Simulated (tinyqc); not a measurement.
Leakage through a gate insulator: direct, Fowler-Nordheim, trap-assisted and Poole-Frenkel currents: one step, computed by the program tinyqc.

Electrons enter from the cathode Fermi level at x = 0; the conduction band of the insulator lies phi_b - e F x above it, F = V/t. WKB exponents use a parabolic band with mass m.

Problem. Field and tunnelling without traps. For a level a distance phi(x) below the band, the WKB exponent is 2 int kappa dx with kappa = sqrt(m phi/(hbar^2/2m_0)); for a linear barrier from phi_1 down to phi_2 = max(phi_1 - e F d, 0) it is G = (4/3) sqrt(m/(hbar^2/2m_0)) (phi_1^(3/2) - phi_2^(3/2))/(e F). J_tun = e^3 F^2/(16 pi^2 hbar m phi_b) x exp(-G) / [1 - sqrt(phi_2/phi_b)]^2 with the free-electron mass in the cathode (m in m_0), phi_2 = max(phi_b - e V, 0): direct tunnelling for e V < phi_b, Fowler-Nordheim above. Image forces, back-flow and the limit on supply are left out, so J_tun is overstated below about 0.5 V. Equivalent oxide thickness = 3.9 t/eps_ox.

Inputs (values chosen for the exercise, with an insulator like Si3N4):
```
quantity,value,unit
thickness t,7.4,nm
barrier phi_b,2.13,eV
tunnelling mass m,0.43,m_0
static constant eps_ox,6.92,-
voltage across the insulator V,4.7,V
```

Constants: hbar^2/(2 m_0) = 3.80998212 eV angstrom^2; e = 1.602176634e-19 C; hbar = 1.054571817e-34 J s.

Give: field F; equivalent oxide thickness; WKB exponent G; tunnelling current J_tun.

Solution.

field F = 6.351 MV/cm

equivalent oxide thickness = 4.171 nm

WKB exponent G = 21.92

tunnelling current J_tun = 0.02044 A/cm^2

The barrier is a triangle 3.35 nm long: Fowler-Nordheim tunnelling.
